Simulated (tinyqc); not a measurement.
Inside a calculation. Method: Pariser-Parr-Pople SCF with singles CI, for the molecule O=CC1=CC(=O)N=CC1=O (SMILES; centres numbered as the heavy atoms are written). One step of it, computed by the program tinyqc.

Question. Iteration 2: Fock matrix. F_rr = H_rr + P_rr gamma_rr / 2 + sum_(s != r) P_ss gamma_rs; F_rs = H_rs - P_rs gamma_rs / 2; E = tr P (H + F) / 2 + core repulsion sum_(r<s) z_r z_s gamma_rs.

P after iteration 1, lower triangle:
```
            1O         2C         3C         4C         5C         6O         7N        8C
1O    1.272356
2C    0.867399   0.777612
3C   -0.012204   0.387453   0.971533
4C   -0.318074   0.098383   0.783841   0.910968
5C   -0.041259  -0.019054   0.083357   0.399726   0.808365
6O    0.157992  -0.036451  -0.258276   0.035822   0.765912   1.261378
7N    0.057980  -0.023722  -0.136332  -0.027724   0.408473  -0.009197   1.086308
8C    0.017646  -0.018478  -0.023867  -0.134248   0.063854  -0.296327   0.845916  0.861169
9C   -0.077154   0.037011   0.368715   0.075248  -0.058805  -0.081844   0.073050  0.367510
10O   0.000501  -0.077553   0.004482  -0.257824  -0.075578   0.339198  -0.270892  0.057747

           9C       10O
9C   0.805908
10O  0.796127  1.244404
```

core matrix H (eV), lower triangle:
```
             1O          2C          3C          4C          5C          6O          7N          8C
1O   -56.368229
2C    -2.230000  -53.776764
3C     0.000000   -2.160000  -60.926538
4C     0.000000    0.000000   -2.160000  -57.368581
5C     0.000000    0.000000    0.000000   -2.160000  -57.512294
6O     0.000000    0.000000    0.000000    0.000000   -2.230000  -55.015576
7N     0.000000    0.000000    0.000000    0.000000   -2.260000    0.000000  -59.544286
8C     0.000000    0.000000    0.000000    0.000000    0.000000    0.000000   -2.260000  -55.826726
9C     0.000000    0.000000   -2.160000    0.000000    0.000000    0.000000    0.000000   -2.160000
10O    0.000000    0.000000    0.000000    0.000000    0.000000    0.000000    0.000000    0.000000

             9C         10O
9C   -60.499053
10O   -2.230000  -59.961699
```

repulsion gamma_rs (eV), lower triangle:
```
            1O        2C        3C        4C        5C         6O         7N        8C
1O   14.510000
2C    7.830255  9.630000
3C    5.328465  7.028991  9.630000
4C    3.700798  5.054808  7.029989  9.630000
5C    2.883329  3.604825  5.054808  7.028991  9.630000
6O    2.329288  2.883329  3.700798  5.328465  7.830255  14.510000
7N    2.790765  3.273359  4.659377  5.225062  7.511759   5.432387  12.360000
8C    3.297908  3.604695  5.054663  4.535712  5.054124   3.700629   7.511538  9.630000
9C    4.731423  5.054663  7.030170  5.054124  4.536020   3.298182   5.225223  7.028991
10O   5.495996  4.731839  5.329276  3.700629  3.298182   2.532241   3.734814  5.328465

           9C        10O
9C   9.630000
10O  7.830255  14.510000
```

Centres (angstrom, eV; a flat drawing with bonds scaled to 1.40 angstrom):
```
centre          x          y  core charge z          W   gamma_rr
1O      -2.968000  -0.786000              1  17.980000  14.510000
2C      -1.693000  -1.363000              1  10.710000   9.630000
3C      -0.555000  -0.547000              1  10.710000   9.630000
4C       0.720000  -1.125000              1  10.710000   9.630000
5C       1.858000  -0.309000              1  10.710000   9.630000
6O       3.133000  -0.886000              1  17.980000  14.510000
7N       1.720000   1.084000              1  14.180000  12.360000
8C       0.445000   1.662000              1  10.710000   9.630000
9C      -0.693000   0.846000              1  10.710000   9.630000
10O     -1.968000   1.423000              1  17.980000  14.510000
```

Give: F; pi energy.

Answer.

F (eV), lower triangle:
```
           1O       2C       3C       4C       5C        6O       7N       8C
1O   -10.7074
2C    -5.6260  -5.4630
3C     0.0325  -3.5217  -7.1329
4C     0.5886  -0.2487  -4.9152  -6.8495
5C     0.0595   0.0343  -0.2107  -3.5648  -5.6848
6O    -0.1840   0.0526   0.4779  -0.0954  -5.2286  -10.9820
7N    -0.0809   0.0388   0.3176   0.0724  -3.7942    0.0250  -9.1961
8C    -0.0291   0.0333   0.0603   0.3045  -0.1614    0.5483  -5.4371  -6.4296
9C     0.1825  -0.0935  -3.4561  -0.1902   0.1334    0.1350  -0.1909  -3.4516
10O   -0.0014   0.1835  -0.0119   0.4771   0.1246   -0.4295   0.5059  -0.1539

          9C       10O
9C   -5.9334
10O  -5.3469  -10.8958
```

pi energy = -150.8462 eV
